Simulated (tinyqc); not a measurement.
Length of a polyene: Hueckel, PPP and singles CI along the polyenes. Computed by the program tinyqc. 

All-trans chains of carbon centres 1.40 angstrom apart:

| parameter | value |
|---|---|
| beta (eV), times 1 +/- alternation | -2.390000 |
| alternation | 0.050000 |
| W (eV) | 11.160000 |
| gamma_rr (eV) | 9.630000 |
| repulsion formula | Ohno |

Hueckel uses the same beta without repulsion; CIS keeps all single excitations and so misses the low, doubly excited 2Ag state. W is the valence ionisation energy of a centre, MN the Mataga-Nishimoto formula, f the oscillator strength.

Gaps and excitations (eV):

| centres | Hueckel gap | PPP orbital gap | bright singlet (CIS) | f | lowest triplet (CIS) |
|---|---|---|---|---|---|
| 2 | 5.019 | 12.049 | 6.319 | 0.542 | 3.719 |
| 4 | 3.238 | 9.510 | 4.926 | 1.029 | 2.591 |
| 6 | 2.427 | 8.220 | 4.115 | 1.455 | 2.051 |
| 8 | 1.967 | 7.448 | 3.591 | 1.837 | 1.759 |
| 10 | 1.673 | 6.941 | 3.227 | 2.181 | 1.583 |
| 12 | 1.469 | 6.587 | 2.963 | 2.496 | 1.470 |

The Hueckel gap tends to 4 x alternation x |beta| = 0.48 eV for long chains. Exchange opens the PPP orbital gap, and the attraction of electron and hole brings the bright state 3.62 eV below it at 12 centres; the triplet lies 1.49 eV lower still.
